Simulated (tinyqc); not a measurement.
Inside a calculation: carrier statistics of a doped semiconductor with parabolic bands. Values are carried at full precision from step to step, so a last printed digit may differ when a step is redone from the rounded ones.

Constants: kB = 8.617333262e-05 eV/K; hbar^2/2m0 = 3.80998211 eV angstrom^2.

Inputs chosen for the exercise (near those of Si; the results hold for these values, not for the real material):
- Eg0 = 1.18 eV (gap at 0 K)
- al = 0.000463 eV/K (Varshni alpha)
- be = 627 K (Varshni beta)
- T = 500 K
- ml = 0.923 m0 (longitudinal electron mass)
- mt = 0.18 m0 (transverse electron mass)
- Mv = 6 (equivalent valleys)
- mhh = 0.533 m0 (heavy-hole mass)
- mlh = 0.16 m0 (light-hole mass)
- ND = 6e+16 1/cm^3 (donors)
- NA = 9e+16 1/cm^3 (acceptors)
- ED = 0.0433 eV (donor level below Ec)
- EA = 0.0454 eV (acceptor level above Ev)

## Gap and thermal energy

Eg(T) = Eg0 - al T^2/(T + be) (Varshni).

Eg = 1.07729 eV
kT = 0.043087 eV

The gap has shrunk by 102.7 meV from 0 K and is 25.0 kT wide.

## Effective densities of states

m_de = Mv^(2/3) (ml mt^2)^(1/3); m_dh = (mhh^(3/2) + mlh^(3/2))^(2/3); N = 2 (m kB T/(4 pi c))^(3/2) with c = hbar^2/2m0, in 1/angstrom^3; times 1e24 for 1/cm^3.

m_de = 1.0249 m0
m_dh = 0.5899 m0
Nc = 5.6023e+19 1/cm^3
Nv = 2.4466e+19 1/cm^3

The light holes supply 14.1 % of Nv, and Nc/Nv = 2.29.

## Intrinsic density and level

With Boltzmann statistics ni = sqrt(Nc Nv) exp(-Eg/2kT) and Ei = Eg/2 + (kT/2) ln(Nv/Nc), counted from Ev.

ni = 1.38e+14 1/cm^3
Ei = 0.5208 eV

Ei lies 17.8 meV below midgap, towards the band with the smaller density of states.

## Neutrality by bisection

Energies are counted from Ev, so Ec = Eg. n = Nc F_1/2((EF - Eg)/kT), p = Nv F_1/2(-EF/kT), ND+ = ND/(1 + 2 exp((EF - Eg + ED)/kT)), NA- = NA/(1 + 4 exp((EA - EF)/kT)); neutrality asks p + ND+ = n + NA-. F_j(eta) = (1/Gamma(j + 1)) integral_0^infinity x^j dx/(1 + exp(x - eta)), which tends to exp(eta) for eta << 0.

Start from the bracket [-0.2 eV, Eg + 0.2 eV]; at the midpoint EF take the sign of p + ND+ - n - NA-; where it is positive EF must rise. Fourteen steps are shown.

Bisection (eV, 1/cm^3):
```
step,low,high,EF,n,p,ND+,NA-,sign
1,-0.20000,1.27729,0.53865,2.08e+14,9.10e+13,6.00e+16,9.00e+16,-
2,-0.20000,0.53865,0.16932,3.95e+10,4.77e+17,6.00e+16,7.34e+16,+
3,0.16932,0.53865,0.35399,2.87e+12,6.61e+15,6.00e+16,8.97e+16,-
4,0.16932,0.35399,0.26165,3.37e+11,5.63e+16,6.00e+16,8.77e+16,+
5,0.26165,0.35399,0.30782,9.83e+11,1.93e+16,6.00e+16,8.92e+16,-
6,0.26165,0.30782,0.28474,5.75e+11,3.30e+16,6.00e+16,8.86e+16,+
7,0.28474,0.30782,0.29628,7.52e+11,2.52e+16,6.00e+16,8.89e+16,-
8,0.28474,0.29628,0.29051,6.58e+11,2.89e+16,6.00e+16,8.88e+16,+
9,0.29051,0.29628,0.29339,7.03e+11,2.70e+16,6.00e+16,8.89e+16,-
10,0.29051,0.29339,0.29195,6.80e+11,2.79e+16,6.00e+16,8.88e+16,-
11,0.29051,0.29195,0.29123,6.69e+11,2.84e+16,6.00e+16,8.88e+16,-
12,0.29051,0.29123,0.29087,6.63e+11,2.86e+16,6.00e+16,8.88e+16,-
13,0.29051,0.29087,0.29069,6.60e+11,2.87e+16,6.00e+16,8.88e+16,-
14,0.29051,0.29069,0.29060,6.59e+11,2.88e+16,6.00e+16,8.88e+16,-
```

Each step halves the bracket, which is 0.180 meV wide at the last row.

## The neutral state

Solve the neutrality condition for EF to convergence.

EF = 0.2906 eV
n = 6.59e+11 1/cm^3
p = 2.88e+16 1/cm^3
ND+ = 6.00e+16 1/cm^3
NA- = 8.88e+16 1/cm^3

The material is p-type; 98.7 % of the acceptors are ionised. EF lies 6.74 kT inside the gap from the valence edge, so Boltzmann statistics would serve; n p/(Nc Nv exp(-Eg/kT)) = 1.000.

## Checks

- F_1/2(1) by the trapezoid rule against adaptive quadrature: both 1.575641.
- Positive against negative charge at the solution (1/cm^3): both 8.88009e+16.

(tinyqc, `OMP_NUM_THREADS=1 python tinyqc.py 1681871 1681872 out.jsonl`, Intel(R) Xeon(R) Processor @ 2.30GHz, 1 thread, shared host, about 0.01 s.)
